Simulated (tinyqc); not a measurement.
# Polarisation charge from two barrier thicknesses

Inverse problem. Voff = phiB - dEc - q sigma d/(eps0 eb). Find sigma, phiB - dEc and the thickness at which Voff = 0.

Constants: q = 1.602176634e-19 C, eps0 = 8.8541878128e-14 F/cm where lengths are in cm. Results are converted to the units shown.

Voff at d = 14 and 33 nm (V): -5.1470401  -12.993959
eb = 9.3007000

Answer. Voff is a straight line in d: its slope is -q sigma/(eps0 eb) and its intercept phiB - dEc.

sigma = 2.12e13 cm^-2
phiB - dEc = 0.635 V
thickness for Voff = 0 = 1.54 nm

Computed by the program tinyqc: `OMP_NUM_THREADS=1 python tinyqc.py 2180122 2180123 out.jsonl`, one thread of a shared Intel Xeon 2.30GHz, about 0.01 s for the whole run.
